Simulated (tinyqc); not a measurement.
Octagonal on-chip spiral inductor, lumped pi model: two steps of the calculation.

Outer diameter do = di + 2 n wd + 2 (n - 1) sp, mean da = (do + di)/2, fill p = (do - di)/(do + di), length l = 3.314 n da. L = 2.25 mu0 n^2 da/(1 + 3.55 p), mu0 = 4 pi 1e-7 H/m. Rs = rho l/(wd delta (1 - exp(-th/delta))), delta = sqrt(rho/(pi f mu0)). Cs = n wd^2 eps0 eo/hu across the coil. At each end Cox = l wd eps0 eo/(2 ho) leads to the substrate branch Rsi = 2 rs he/(l wd) in parallel with Csi = l wd eps0 11.7/(2 he). With one end grounded Y = 1/(Rs + i w L) + i w Cs + 1/[1/(i w Cox) + 1/(1/Rsi + i w Csi)], w = 2 pi f; Q = -Im Y/Re Y. Eddy currents in neighbouring turns and in the substrate are left out.

Parameters, values chosen for the exercise; values of the order met in silicon radio-frequency processes:
```
symbol,value,unit,meaning
n,3.5,,number of turns
wd,4,um,line width
sp,3,um,space between turns
di,80,um,inner diameter
th,3.4,um,metal thickness
rho,3,uohm cm,metal resistivity
ho,8.5,um,oxide below the coil
hu,1,um,oxide between coil and underpass
eo,3,,relative permittivity of the oxide
rs,1000,ohm cm,substrate resistivity
he,50,um,effective spreading depth in the substrate
f,6.4,GHz,frequency
```

Constants: eps0 = 8.8541878128e-12 F/m. Results are converted to the units shown.

Question 1. Geometry and model elements. do, l, L, delta, Rs, Cs, Cox, Rsi and Csi as defined.

Wanted: do; l; L; delta; Rs; Cs; Cox; Rsi; Csi.

Answer 1.

do = 123.0 um
l = 1177 um
L = 2.007 nH
delta = 1.090 um
Rs = 8.477 ohm
Cs = 1.488 fF
Cox = 7.358 fF
Rsi = 2.124e5 ohm
Csi = 4.878 fF

Question 2. Admittance, quality factor and apparent inductance. Series branch 1/(Rs + i w L), substrate branch, total Y, Q = -Im Y/Re Y, apparent inductance Im(1/Y)/w, metal-only value w L/Rs, share of the loss in the substrate Re(substrate branch)/Re Y.

L = 2.0066320 nH
Rs = 8.4774602 ohm
Cs = 1.4875036 fF
Cox = 7.3581332 fF
Rsi = 2.1235056e5 ohm
Csi = 4.8784423 fF

Find: series branch; substrate branch; Y; Q; apparent inductance; w L/Rs; share of the loss in the substrate.

Answer 2.

series branch = 1.29-12.26i mS
substrate branch = 0.0017+0.1180i mS
Y = 1.29-12.08i mS
Q = 9.368
apparent inductance = 2.035 nH
w L/Rs = 9.518
share of the loss in the substrate = 0.1320 %

Q is 98.4 % of the metal-only value.

Program tinyqc, `OMP_NUM_THREADS=1 python tinyqc.py 2302010 2302011 out.jsonl`; Intel Xeon 2.30GHz, shared host, one thread, about 0.01 s.
